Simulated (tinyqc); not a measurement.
Leakage through a gate insulator: direct, Fowler-Nordheim, trap-assisted and Poole-Frenkel currents: one step, computed by the program tinyqc.

Electrons enter from the cathode Fermi level at x = 0; the conduction band of the insulator lies phi_b - e F x above it, F = V/t. WKB exponents use a parabolic band with mass m.

Question. One trap at several depths. For a level a distance phi(x) below the band, the WKB exponent is 2 int kappa dx with kappa = sqrt(m phi/(hbar^2/2m_0)); for a linear barrier from phi_1 down to phi_2 = max(phi_1 - e F d, 0) it is G = (4/3) sqrt(m/(hbar^2/2m_0)) (phi_1^(3/2) - phi_2^(3/2))/(e F). A trap at depth x lies phi_t below the band. Capture: tunnel at the cathode Fermi level from 0 to x (G_in from phi_1 = phi_b), rate nu_0 exp(-G_in - E_c/k_B T) with E_c = E_a + max(phi_b - phi_t - e F x, 0), the last term being the height of the trap above the cathode Fermi level. Emission: tunnel from the trap level to the anode (G_out from phi_1 = phi_t over t - x), rate nu_0 exp(-G_out - E_a/k_B T). Re-emission to the cathode follows from detailed balance, rate_back = rate_in exp(dE/k_B T) with dE = phi_b - phi_t - e F x. Each trap passes R = rate_in rate_out/(rate_in + rate_back + rate_out) electrons per second; filling from the anode is left out. Depths: t times 0.08, 0.2, 0.32, 0.44, 0.56, 0.68, 0.8 and 0.92, rounded to 0.01 nm.

Inputs (values chosen for the exercise, with an insulator like SiO2):
```
quantity,value,unit
thickness t,1.8,nm
barrier phi_b,3.25,eV
tunnelling mass m,0.45,m_0
voltage across the insulator V,0.53,V
trap depth phi_t,1.8,eV
attempt rate nu_0,4e+12,1/s
activation of capture E_a,0.12,eV
temperature T,250,K
```

Constants: k_B = 8.617333262e-05 eV/K; hbar^2/(2 m_0) = 3.80998212 eV angstrom^2.

Give: Rates.

Answer.

Rates:
```
x (nm),G_in,G_out,E_c (eV),rate in (1/s),rate back (1/s),rate out (1/s),R (1/s)
0.14,1.73,14.22,1.529,1.077e-19,2.704e+09,1.021e+04,4.067e-25
0.36,4.42,12.46,1.464,1.471e-19,1.826e+08,5.891e+04,4.744e-23
0.58,7.09,10.67,1.399,2.066e-19,1.268e+07,3.544e+05,5.618e-21
0.79,9.61,8.92,1.337,2.932e-19,1.020e+06,2.042e+06,1.955e-19
1.01,12.22,7.04,1.273,4.349e-19,7.481e+04,1.329e+07,4.324e-19
1.22,14.69,5.22,1.211,6.507e-19,6.346e+03,8.243e+07,6.506e-19
1.44,17.25,3.27,1.146,1.021e-18,4.922e+02,5.789e+08,1.021e-18
1.66,19.78,1.28,1.081,1.649e-18,3.931e+01,4.222e+09,1.649e-18
```

The most effective of these traps sits at 1.66 nm, 92 % of the way; where rate back exceeds rate out, re-emission drains the trap, and elsewhere the slower forward step limits R.
